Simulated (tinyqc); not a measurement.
Interdiffusion of a quantum well during annealing: blurred potential and shift of the confined levels: one step, computed by the program tinyqc. Command: `OMP_NUM_THREADS=1 python tinyqc.py 3027891 3027892 out.jsonl qwi walk`. One thread of a shared host (Intel(R) Xeon(R) Processor @ 2.30GHz), about 0.06 s of CPU time with the checks.

A square well of width w is blurred by Fick diffusion with a constant coefficient; band offsets are linear in composition, masses are uniform, and strain and excitons are ignored.

Task: Levels before the anneal. Square well, ground state: take the lowest root of k tan(k w/2) = kappa, k^2 = E/c, kappa^2 = (V - E)/c, c = hbar^2/(2m) with hbar^2/(2 m_0) in eV angstrom^2.

Inputs (values chosen for the exercise, modelled on InGaAs in InP):

| quantity | value | unit |
|---|---|---|
| well width w | 3.5 | nm |
| electron mass m_e | 0.0403 | m_0 |
| hole mass m_h | 0.398 | m_0 |
| conduction offset V_c | 0.22 | eV |
| valence offset V_v | 0.3 | eV |

Constants: hbar^2/(2 m_0) = 3.80998212 eV angstrom^2.

Give: electron level before the anneal; hole level before the anneal.

Result:

electron level before the anneal = 136.3 meV

hole level before the anneal = 43.53 meV

Caution: the well mass is used in the barriers too; a heavier barrier mass would lower these levels.
